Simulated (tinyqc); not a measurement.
# Worked calculation: electron continuity equation in a given potential, Scharfetter-Gummel discretisation

Numbers from tinyqc (`OMP_NUM_THREADS=1 python tinyqc.py 2220036 2220037 out.jsonl`; about 0.01 s on one thread of a shared Intel Xeon 2.30GHz). Printed values are rounded.

Steady state in one dimension: J = q mu n E + q D dn/dx with E = -dpsi/dx and D = mu Vt, dJ/dx = q (n/tau - G), fixed densities nL and nR at the ends. The potential is given, psi = U (x/L)^2, and is not changed by the electrons.

Values chosen for this exercise; mobility close to that of cadmium telluride at room temperature:
```
symbol,value,unit,meaning
T,450,K,temperature
mu,991,cm^2/(V s),electron mobility
L,6.8,um,length of the region
nL,3.2e13,cm^-3,density at x = 0
nR,0,cm^-3,density at x = L
tau,1.9e-8,s,lifetime
G,0,cm^-3 s^-1,uniform generation rate
U,-0.61,V,potential difference psi(L) - psi(0)
```

Constants: q = 1.602176634e-19 C, kB = 1.380649e-23 J/K, Vt = kB T/q. Results are converted to the units shown.

## Potential on the mesh

10 equal intervals, h = L/10; psi = U (x/L)^2.

| node | psi (V) |
|---|---|
| 0 | 0.000000 |
| 1 | -0.006100 |
| 2 | -0.024400 |
| 3 | -0.054900 |
| 4 | -0.097600 |
| 5 | -0.152500 |
| 6 | -0.219600 |
| 7 | -0.298900 |
| 8 | -0.390400 |
| 9 | -0.494100 |
| 10 | -0.610000 |

## Bernoulli factors

d_i = (psi_(i+1) - psi_i)/Vt; B(d) = d/(exp(d) - 1), B(0) = 1. The flux on interval i is J_i = (q D/h) [n_(i+1) B(d_i) - n_i B(-d_i)].

| interval | d_i | B(d_i) | B(-d_i) |
|---|---|---|---|
| 0 | -0.15731 | 1.08071 | 0.923408 |
| 1 | -0.47192 | 1.25445 | 0.782532 |
| 2 | -0.78653 | 1.44429 | 0.657764 |
| 3 | -1.10114 | 1.64963 | 0.548488 |
| 4 | -1.41575 | 1.86958 | 0.453828 |
| 5 | -1.73036 | 2.10307 | 0.372706 |
| 6 | -2.04497 | 2.34888 | 0.303907 |
| 7 | -2.35959 | 2.60572 | 0.246135 |
| 8 | -2.67420 | 2.87228 | 0.198078 |
| 9 | -2.98881 | 3.14726 | 0.158457 |

The largest |d_i| is 2.99, above 2, where central differences lose the sign pattern that keeps densities positive.

## Tridiagonal system for the inner nodes

Row i (1 to 9): B(-d_(i-1)) n_(i-1) + b_i n_i + B(d_i) n_(i+1) = f_i with b_i = -B(-d_i) - B(d_(i-1)) - h^2/(D tau) and f_i = -G h^2/D; the known end values are moved to the right: f_1 loses B(-d_0) nL and f_9 loses B(d_9) nR. h = L/10, D = mu Vt.

| node | diagonal b | right side f (cm^-3) |
|---|---|---|
| 1 | -1.86958 | -2.95491e13 |
| 2 | -1.91855 | 0 |
| 3 | -1.99911 | 0 |
| 4 | -2.10979 | 0 |
| 5 | -2.24862 | 0 |
| 6 | -2.41331 | 0 |
| 7 | -2.60135 | 0 |
| 8 | -2.81013 | 0 |
| 9 | -3.03706 | 0 |

## Densities and current

B(d_i) and B(-d_i) are the Bernoulli factors of the potential steps, b and f the diagonal and right side. Solve B(-d_(i-1)) n_(i-1) + b_i n_i + B(d_i) n_(i+1) = f_i (end values already in f), then J_i = (q D/h) [n_(i+1) B(d_i) - n_i B(-d_i)], h = L/10, D = mu Vt.

| node | n (cm^-3) |
|---|---|
| 0 | 3.2e13 |
| 1 | 2.70226e13 |
| 2 | 1.67179e13 |
| 3 | 7.56637e12 |
| 4 | 2.50335e12 |
| 5 | 6.05200e11 |
| 6 | 1.06880e11 |
| 7 | 1.37819e10 |
| 8 | 1.29335e9 |
| 9 | 8.43529e7 |
| 10 | 0 |

| interval | J (A/cm^2) |
|---|---|
| 0 | -0.0312735 |
| 1 | -0.0157785 |
| 2 | -0.0061923 |
| 3 | -0.0018537 |
| 4 | -0.0004182 |
| 5 | -0.0000712 |
| 6 | -0.0000099 |
| 7 | -0.0000020 |
| 8 | -0.0000013 |
| 9 | -0.0000012 |

Against a mesh 200 times finer the densities are off by at most 0.11 % of their local values.

## Three discretisations compared

10 equal intervals. Fluxes J_i = (q D/h)(n_(i+1) P_i - n_i Q_i), d_i = (psi_(i+1) - psi_i)/Vt: Scharfetter-Gummel P = B(d), Q = B(-d), B(d) = d/(exp(d) - 1); central P = 1 - d/2, Q = 1 + d/2; upwind P = 1 + max(-d, 0), Q = 1 + max(d, 0). Balance at each inner node: J_i - J_(i-1) = q h (n_i/tau - G). The reference is Scharfetter-Gummel on 2000 intervals.

Densities (cm^-3):

| node | Scharfetter-Gummel | central | upwind | reference |
|---|---|---|---|---|
| 0 | 3.200e13 | 3.200e13 | 3.200e13 | 3.200e13 |
| 1 | 2.702e13 | 2.702e13 | 2.729e13 | 2.703e13 |
| 2 | 1.672e13 | 1.657e13 | 1.837e13 | 1.673e13 |
| 3 | 7.566e12 | 7.172e12 | 1.021e13 | 7.571e12 |
| 4 | 2.503e12 | 2.069e12 | 4.831e12 | 2.505e12 |
| 5 | 6.052e11 | 3.525e11 | 1.986e12 | 6.057e11 |
| 6 | 1.069e11 | 2.539e10 | 7.199e11 | 1.070e11 |
| 7 | 1.378e10 | -2.825e8 | 2.313e11 | 1.380e10 |
| 8 | 1.293e9 | 2.232e7 | 6.458e10 | 1.295e9 |
| 9 | 8.435e7 | -4.070e6 | 1.380e10 | 8.445e7 |
| 10 | 0 | 0 | 0 | 0 |

Largest errors as a share of the largest reference density listed: Scharfetter-Gummel 0.026 %, central 1.4 %, upwind 8.3 %. The largest |d| is 2.99. Central differences give 2 negative value(s), since P or Q changes sign once |d| exceeds 2. Upwinding stays positive but acts as if D were larger by the factor 1 + |d|/2, up to 2.49 here.
